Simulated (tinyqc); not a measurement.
MOS structure on a p-type body with a doping step (retrograde), non-linear Poisson equation by Newton steps: one step of the calculation.

One dimension, insulator interface at x = 0, acceptor density N1 for x < x1 and Na beyond, net doping C = -(acceptor density). psi is counted from the intrinsic level: n = ni exp((psi - Vb)/Vt), p = ni exp(-psi/Vt); deep in the body psi_b = -Vt ln(Na/ni). The gate acts through Cox = eps0 eox/tox and has the potential psi_G = Vg - (phiM - chi - Vt ln(Nc/ni)). Boltzmann statistics, full ionisation, classical densities, no oxide or interface charge.

Task. Converged densities and sheet charges. n and p as above; box widths w_i (half boxes at both ends); band bending psi_0 - psi_b; N_inv = sum w n; N_dep = -sum w (p + C); centroid sum w n x/N_inv; gate charge Cox (psi_G - psi_0)/q.

Inputs (values chosen for the exercise); band and dielectric values close to those of silicon: temperature T = 400 K; band gap Eg = 1.14 eV; conduction-band density of states at T Nc = 4.33e19 cm^-3; valence-band density of states at T Nv = 4.03e19 cm^-3; electron affinity chi = 3.97 eV; relative permittivity of the gate insulator (close to silicon dioxide) eox = 3.9; insulator thickness tox = 2.3 nm; gate work function phiM = 4.53 eV; electron quasi-Fermi potential against the body Vb = 0 V; gate voltage against the body Vg = 0.69 V.

Constants: q = 1.602176634e-19 C, kB = 1.380649e-23 J/K, Vt = kB T/q, eps0 = 8.8541878128e-14 F/cm where lengths are in cm. Results are converted to the units shown.

```
node	x (nm)	converged psi (V)	net doping C (cm^-3)
0	0	0.50805054	-3.6e15
1	0.3	0.49999556	-3.6e15
2	0.817	0.48793684	-3.6e15
3	1.71	0.47093863	-3.6e15
4	3.24	0.44870675	-3.6e15
5	5.89	0.42101951	-3.6e15
6	10.5	0.38754706	-3.6e15
7	18.3	0.34717459	-3.6e15
8	31.9	0.29250655	-3.6e15
9	55.2	0.21029502	-3.6e15
10	95.5	0.07783425	-3.6e15
11	165	-0.12883351	-1.2e16
12	284	-0.27295845	-1.2e16
13	490	-0.28841705	-1.2e16
14	846	-0.28889912	-1.2e16
```

ni = 2.7492394e12 cm^-3

Find: n; p; band bending; N_inv; N_dep; centroid of the electrons; gate charge over q.

Result.

```
node	n (cm^-3)	p (cm^-3)
0	6.924e18	1.092e6
1	5.481e18	1.379e6
2	3.863e18	1.956e6
3	2.359e18	3.204e6
4	1.238e18	6.106e6
5	5.544e17	1.363e7
6	2.099e17	3.600e7
7	6.508e16	1.161e8
8	1.332e16	5.673e8
9	1.227e15	6.160e9
10	2.630e13	2.874e11
11	6.546e10	1.155e14
12	1.000e9	7.557e15
13	6.387e8	1.183e16
14	6.299e8	1.200e16
```

band bending = 0.7969 V
N_inv = 1.574e12 cm^-2
N_dep = 2.358e11 cm^-2
centroid of the electrons = 4.101 nm
gate charge over q = 1.810e12 cm^-2

N_inv + N_dep is within 0.01 % of the gate charge.

Numbers from tinyqc (`OMP_NUM_THREADS=1 python tinyqc.py 2080060 2080061 out.jsonl`; about 0.3 s on one thread of a shared Intel Xeon 2.30GHz).
